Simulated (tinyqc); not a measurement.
Worked calculation: geometry optimisation on the UHF/sto-3g surface (energies and gradients from PySCF), for H4, spin multiplicity 3. Computed by tinyqc, a small Python program that keeps every step (integrals from PySCF). Settings: charge = 0, multiplicity = 3, basis = sto-3g, optimiser = bfgs, first Hessian = 1.0, largest step = 0.5, iteration cap = 30. Command: `OMP_NUM_THREADS=1 python tinyqc.py 23939 23940 out.jsonl` (the two numbers bound the seeds that draw the settings). One thread of a shared host (Intel(R) Xeon(R) Processor @ 2.60GHz), about 1 s of CPU time with the checks.

## Step 1: energy and gradient

positions at the start (bohr):
```
           x          y         z
1H  0.032125  -0.005669  0.020787
2H  0.094486  -0.075589  1.432412
3H  0.028346   1.772563  0.039684
4H  0.041574   1.668628  1.492884
```

Self-consistent energy and analytic gradient at these positions.

energy = -1.73082470 hartree

gradient (hartree/bohr):
```
              x            y            z
1H   0.00588734   0.06550241   0.24857310
2H  -0.00759983   0.07004853  -0.22858191
3H   0.00641384  -0.07391044   0.23316093
4H  -0.00470135  -0.06164050  -0.25315211
```

## Step 1: move

Quasi-Newton step p = -H^(-1) g (first H = 1 times the unit matrix); steps longer than 0.5 bohr are cut back (factor 0.998 here).

positions after step 1 (bohr):
```
           x          y          z
1H  0.026251  -0.071027  -0.227239
2H  0.102069  -0.145483   1.660491
3H  0.021946   1.846311  -0.192964
4H  0.046265   1.730133   1.745479
```

## Step 2: energy and gradient

As before.

energy = -1.86435716 hartree

gradient (hartree/bohr):
```
              x            y            z
1H  -0.00089131   0.05082796   0.03985361
2H  -0.00026326   0.04020365  -0.03106932
3H   0.00274005  -0.04898337   0.04109235
4H  -0.00158548  -0.04204824  -0.04987664
```

## Step 2: move

inverse Hessian in use (bohr^2/hartree), lower triangle:
```
            1          2          3          4          5          6          7          8
1    0.999915
2    0.000850   1.029395
3   -0.001292   0.061308   1.041987
4    0.000068  -0.001561  -0.000094   0.999966
5    0.000491   0.026789   0.047930  -0.001130   1.023679
6    0.001353  -0.054545  -0.031659  -0.000126  -0.042117   1.022721
7    0.000017   0.002144   0.003216  -0.000068   0.001838  -0.002778   1.000138
8   -0.000712  -0.030421  -0.058750   0.001442  -0.027289   0.051958  -0.002150   1.031225
9   -0.001103   0.058724   0.044006  -0.000229   0.046261  -0.033947   0.003136  -0.056482
10   0.000000  -0.001433  -0.001830   0.000033  -0.001199   0.001552  -0.000088   0.001419
11  -0.000629  -0.025763  -0.050488   0.001248  -0.023179   0.044704  -0.001832   0.026485
12   0.001042  -0.065487  -0.054334   0.000449  -0.052074   0.042885  -0.003574   0.063273

            9        10        11        12
9    1.045613
10  -0.001804  1.000054
11  -0.048504  0.001212  1.022458
12  -0.055672  0.002083  0.054288  1.067121
```

Quasi-Newton step p = -H^(-1) g (the inverse Hessian comes from BFGS updates; coordinates in the order x, y, z of each atom); steps longer than 0.5 bohr are cut back.

positions after step 2 (bohr):
```
           x          y          z
1H  0.027209  -0.136825  -0.284325
2H  0.102612  -0.198036   1.705964
3H  0.018319   1.910021  -0.251179
4H  0.048391   1.784773   1.815307
```

## Convergence

Stop when the largest gradient component is below 3e-5 hartree/bohr. The inverse Hessian follows the BFGS update with s = step, y = change of gradient.

Course of the optimisation:
```
step  E (hartree)  largest gradient (hartree/bohr)
1     -1.73082470                         2.53e-01
2     -1.86435716                         5.08e-02
3     -1.87953336                         3.17e-02
4     -1.88803073                         2.59e-02
5     -1.90364636                         5.97e-02
6     -1.92647451                         7.40e-02
7     -1.95408055                         8.70e-02
8     -1.98212725                         1.04e-01
9     -2.01224371                         1.00e-01
10    -2.03601556                         5.83e-02
11    -2.04552780                         8.91e-03
12    -2.04639030                         8.22e-03
13    -2.04835377                         1.01e-02
14    -2.04882833                         2.32e-02
15    -2.04927507                         1.32e-02
16    -2.04985515                         3.85e-03
17    -2.05009416                         1.01e-02
18    -2.05028164                         5.27e-03
19    -2.05040296                         4.86e-03
20    -2.05048689                         2.77e-03
21    -2.05044452                         1.21e-02
22    -2.05053149                         1.04e-03
23    -2.05055397                         4.51e-04
24    -2.05049291                         1.10e-02
25    -2.05057411                         6.10e-04
26    -2.05058451                         1.00e-03
27    -2.05058004                         6.59e-03
28    -2.05060308                         1.09e-03
29    -2.05060985                         1.26e-03
30    -2.05061758                         4.03e-03
```

Distances after the last move, whose energy is not in the table (angstrom):
```
pair   distance
2H-1H  0.713252
3H-1H  4.624024
3H-2H  3.919773
4H-1H  3.482170
4H-2H  3.243571
4H-3H  4.901288
```

Not converged within 30 steps: the energy rises at some steps, so steps overshoot. Reruns: method bfgs, first Hessian 0.6, largest step 0.3: not converged.
